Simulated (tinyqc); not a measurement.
Complex band structure along [001] in sp3s* tight binding: sweeps and comparisons. A value that a table varies takes the place of the one given here.

For k = (0, 0, kz) the phase sums are g0 = cos(phi) and g3 = i sin(phi), phi = kz a/4, and the s, pz, s* orbitals of anion (a) and cation (c) decouple from px, py. With z = exp(i phi), H(z) = H0 + z T + T^T/z for any complex z. H0 is diagonal (Esa, Epa, Exa, Esc, Epc, Exc). The anion-cation block is B(z) = z U + W/z and the cation-anion block z W^T + U^T/z, where U has Vss/2 (s,s), Vsapc/2 (s,z), -Vscpa/2 (z,s), Vxx/2 (z,z), Vxapc/2 (s*,z), -Vpaxc/2 (z,s*), and W has the same values with the s-z and s*-z signs reversed. |z| = 1 is a band state, |z| < 1 decays along [001] as exp(-kappa d) over a distance d, kappa = -(4/a) ln|z|. No spin-orbit coupling.

Constants: hbar^2/2m0 = 3.80998211 eV angstrom^2.

Inputs chosen for the exercise (out of a larger set: near a published set for InAs, fitted to gaps, whose masses and valley positions are rough (light masses up to twice too heavy); not measured data): p = (-9.487, 0.911, -2.739, 3.725, 7.482, 6.701, -5.567, 1.852, 4.484, 3.002, 5.503, 3.342, 3.912) eV (order Esa, Epa, Esc, Epc, Exa, Exc, Vss, Vxx, Vxy, Vsapc, Vscpa, Vxapc, Vpaxc); a = 6.063 angstrom (lattice constant); dE = 0.3 eV (E - Ev).

## Decay across the direct gap

Ev = -0.00784 eV
EG (direct gap) = 0.40448 eV

masses of this model, from the curvature at Gamma (m0): m_lh 0.02683, m_e 0.02858

kappa of the imaginary branch at Gamma against three formulas: parabolic from the valence edge, sqrt(m_lh E/c); parabolic from the conduction edge, sqrt(m_e (EG - E)/c); two-band (Franz), sqrt(m E (1 - E/EG)/c) with m = 2 m_lh m_e/(m_lh + m_e). E from Ev; c = hbar^2/2m0.

kappa (1/angstrom):

| E/EG | E (eV) | tight binding | parabolic, valence | parabolic, conduction | two-band |
|---|---|---|---|---|---|
| 0.05 | 0.0202 | 0.0116 | 0.0119 | 0.0537 | 0.0118 |
| 0.15 | 0.0607 | 0.0191 | 0.0207 | 0.0508 | 0.0194 |
| 0.25 | 0.1011 | 0.0233 | 0.0267 | 0.0477 | 0.0235 |
| 0.35 | 0.1416 | 0.0257 | 0.0316 | 0.0444 | 0.0259 |
| 0.50 | 0.2022 | 0.0271 | 0.0377 | 0.0390 | 0.0271 |
| 0.65 | 0.2629 | 0.0260 | 0.0430 | 0.0326 | 0.0259 |
| 0.75 | 0.3034 | 0.0236 | 0.0462 | 0.0275 | 0.0235 |
| 0.85 | 0.3438 | 0.0196 | 0.0492 | 0.0213 | 0.0194 |
| 0.95 | 0.3843 | 0.0120 | 0.0520 | 0.0123 | 0.0118 |

The branch joins the light-hole and conduction bands and peaks, among these rows, at E/EG = 0.50 with kappa = 0.0271 1/angstrom. At mid-gap the parabola from the conduction edge is +44 % off and the two-band form +0.1 %; over 5 nm the parabola would misstate exp(-2 kappa d) by a factor 3.28.

## Band-to-band tunnelling in a uniform field

WKB at zero transverse momentum: T = exp(-2 I/(eF)), I = integral of kappa dE across the direct gap (8 Gauss-Legendre points in theta, E = EG sin^2 theta, 0 to pi/2); 1 MV/cm = 0.01 V/angstrom. The two-band form gives I = (pi/8) sqrt(m/c) EG^(3/2) with m = 2 m_lh m_e/(m_lh + m_e).

Tunnelling:

| F (MV/cm) | path EG/eF (angstrom) | exponent 2I/eF | T, tight binding | T, two-band |
|---|---|---|---|---|
| 0.50 | 80.9 | 3.442 | 0.0320 | 0.0319 |
| 0.75 | 53.9 | 2.295 | 0.101 | 0.101 |
| 1.00 | 40.4 | 1.721 | 0.179 | 0.179 |
| 1.50 | 27.0 | 1.147 | 0.317 | 0.317 |
| 2.00 | 20.2 | 0.861 | 0.423 | 0.423 |
| 3.00 | 13.5 | 0.574 | 0.563 | 0.563 |
| 4.00 | 10.1 | 0.430 | 0.650 | 0.650 |

I, tight binding = 0.008605 eV/angstrom
I, two-band = 0.008610 eV/angstrom

The two-band integral is +0.05 % from the tight-binding one, which makes the two-band T 0.9981 times the other at 0.5 MV/cm and 0.9998 times at 4 MV/cm. Doubling the field from 1 to 2 MV/cm halves the exponent and raises T by a factor 2.36. Where the exponent falls below about 2 the WKB form is only a guide.

## Energy and lattice constant

The slowest root of the s-pz block and the heavy-hole branch, sinh^2(kappa a/4) = ((E - Epa)(E - Epc) - Vxx^2)/(Vxx^2 - Vxy^2), at E = Ev + dE with Ev the lower root of [[Epa, Vxx], [Vxx, Epc]]; the couplings are kept when a changes. Each row changes one parameter from the base and keeps the others.

Results:

| case | slowest kappa (1/angstrom) | heavy-hole kappa (1/angstrom) |
|---|---|---|
| base | 0.0239 | 0.1823 |
| dE = 0.27 eV | 0.0257 | 0.1737 |
| a = 6.245 angstrom | 0.0232 | 0.1770 |

The largest shifts from the base row, up to three for each result and ties (the steps differ in size, so this ranks the rows, not the parameters). slowest kappa (1/angstrom): dE +0.0018, a -0.0007. heavy-hole kappa (1/angstrom): dE -0.0086, a -0.0053. With the couplings fixed, kappa a stays, so kappa scales as 1/a.

(tinyqc, `OMP_NUM_THREADS=1 python tinyqc.py 1480508 1480509 out.jsonl`, Intel(R) Xeon(R) Processor @ 2.30GHz, 1 thread, shared host, about 0.01 s.)
